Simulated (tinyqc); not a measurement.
Heterojunction of two tight-binding chains: one step. Wave numbers and velocities.

Parameters, chosen for this exercise (out of a larger set: masses and offset of the size met at InAs / GaSb; not measured data):

| symbol | value | unit | meaning |
|---|---|---|---|
| a | 5.65 | angstrom | site spacing |
| dE | 0.84 | eV | band offset |
| E | 1.18 | eV | electron energy |

t1 = 4.262536 eV
t2 = 2.841690 eV

Question. The left chain has hopping t1 and band bottom 0, the right one t2 and dE. cos(ka) = 1 - (E - bottom)/(2t); dE/dk = 2 t a sin(ka).

Give: ka; dE/dk.

Answer.

ka (rad): left 0.53241, right 0.34765

dE/dk (eV angstrom): left 24.4501, right 10.9399

Computed by tinyqc, a small Python program: `OMP_NUM_THREADS=1 python tinyqc.py 1481768 1481769 out.jsonl` (the numbers bound the seed that draws the inputs); one thread of a shared host (Intel(R) Xeon(R) Processor @ 2.30GHz), about 0.01 s for the whole set of steps.
